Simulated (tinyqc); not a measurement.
Heavy doping: gap narrowing, degeneracy and the minority density: one step. Two estimates of the size. Two cases, with inputs chosen for the exercise.

Task: Evaluate both at N.

F_j(eta) = (1/Gamma(j + 1)) integral_0^infinity x^j dx/(1 + exp(x - eta)), which tends to exp(eta) for eta << 0.

Two physical estimates, e2 = e^2/(4 pi eps0), N in 1/angstrom^3: exchange shift at the Fermi level, Ex = (e2/eps) kF/pi with kF = (3 pi^2 N/Mv)^(1/3); screened-pair energy (Lanyon-Tuft), Es = (3/4)(e2/eps) qs with qs^2 = (4 pi e2 N/(eps kT)) F_-1/2(eta)/F_1/2(eta).

Constants: e^2/(4 pi eps0) = 14.39964547 eV angstrom; kB = 8.617333262e-05 eV/K.

Give: kF; Ex; Es.

Case 1.

Values chosen (gap and densities of states near those of Ge at this temperature; narrowing constants of the size fitted for Si, not for this material; the results hold for these values, not for the real material): N = 6.6e+17 1/cm^3 (ionised donors, equal to the majority density); eps = 16.3 (dielectric constant); Mv = 4 (majority valleys); T = 300 K.

eta = -2.734904
dEg (empirical fit) = 28.1216 meV

Result:

kF = 0.01697 1/angstrom
Ex = 4.77 meV
Es = 11.03 meV

Against the fitted dEg = 28.1 meV, Ex is 0.17 and Es 0.39 times as large; each keeps one mechanism only, and Ex assumes a strongly degenerate gas, while here eta is only -2.73.

Case 2.

Values chosen (gap and densities of states near those of Si at this temperature; narrowing constants near the fits for Si; the results hold for these values, not for the real material): N = 7.1e+19 1/cm^3 (ionised donors, equal to the majority density); eps = 11.7 (dielectric constant); Mv = 6 (majority valleys); T = 450 K.

eta = 0.831324
dEg (empirical fit) = 104.5271 meV

Result:

kF = 0.07050 1/angstrom
Ex = 27.62 meV
Es = 127.70 meV

Against the fitted dEg = 104.5 meV, Ex is 0.26 and Es 1.22 times as large; each keeps one mechanism only, and Ex assumes a strongly degenerate gas, while here eta is only 0.83.

Computed by tinyqc, one run a case: `OMP_NUM_THREADS=1 python tinyqc.py N N+1 out.jsonl` with N = 1680282, 1680285; one thread of a shared Intel(R) Xeon(R) Processor @ 2.30GHz, about 0.01 s a run at most.
